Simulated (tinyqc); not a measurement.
Scan in temperature at fixed frequency: admittance spectroscopy and thermally stimulated current of one trap level in a depletion layer. Computed by tinyqc, a small Python program. Command: `OMP_NUM_THREADS=1 python tinyqc.py 3110202 3110203 out.jsonl admit walk`. One thread of a shared host (Intel(R) Xeon(R) Processor @ 2.30GHz), about 0.01 s of CPU time with the checks.

A Schottky junction on n-type material holds one donor-like electron trap; shallow donors are fully ionised and abrupt depletion edges are assumed.

Inputs (values chosen for the exercise, modelled on n-type beta-Ga2O3):
```
quantity                         value    unit
dielectric constant eps           10.2       -
density-of-states mass m         0.275     m_0
shallow doping N               4.5e+15  1/cm^3
trap density N_t               3.9e+14  1/cm^3
trap depth E_t below the band    0.518      eV
capture cross section sigma    3.7e-16    cm^2
band bending V_b                   2.4       V
test frequency f                  1000      Hz
```

Constants: k_B = 1.380649e-23 J/K; m_0 = 9.1093837015e-31 kg; h = 6.62607015e-34 J s; k_B = 8.617333262e-05 eV/K; eps_0 = 8.8541878128e-12 F/m; e = 1.602176634e-19 C.

Method:
- N_c = 2 (2 pi m k_B T/h^2)^(3/2), v_th = sqrt(3 k_B T/m), emission rate e_n = sigma v_th N_c exp(-E_t/(k_B T)).
- Where the level crosses the Fermi level capture equals emission, so the trap follows the signal with the rate 2 e_n; G/omega peaks at omega = 2 e_n (the correction for large N_t/N is left out).
- Solve 2 e_n(T_p) = 2 pi f.
- With E_c - E_F = k_B T_p ln(N_c/N): lambda = sqrt(2 eps eps_0 (E_t - (E_c - E_F))/(e^2 N)); traps are empty and charged for x < x_t = w - lambda, and V_b = e (N w^2 + N_t x_t^2)/(2 eps eps_0). High frequency: C_hf = eps eps_0/w. Low frequency: C_lf = eps eps_0 (N + N_t)/(N w + N_t x_t).
- With x = omega/(2 e_n): C = C_hf + (C_lf - C_hf)/(1 + x^2), G/omega = (C_lf - C_hf) x/(1 + x^2); C_hf and C_lf are held at their values at T_p.

peak temperature T_p = 365.211 K

C_hf = 11.8528 nF/cm^2

C_lf = 12.2019 nF/cm^2

Admittance:
```
T (K)  omega/(2 e_n)  C (nF/cm^2)  G/omega (nF/cm^2)
321.4         12.173       11.855            0.02848
336.0          4.941       11.867            0.06786
347.0          2.628       11.897            0.11604
357.9          1.457       11.965            0.16285
365.2          1.001       12.027            0.17454
372.5          0.697       12.088            0.16372
383.5          0.414       12.151            0.12330
398.1          0.216       12.186            0.07205
416.3          0.102       12.198            0.03527
```

The peak of G/omega is half the step, 0.175 nF/cm^2. Its full width is near 2 ln(2 + sqrt3) k_B T_p^2/(E_t + 2 k_B T_p) = 52.1 K.

Extremes, crossings and ranges named in words are read from the listed rows.
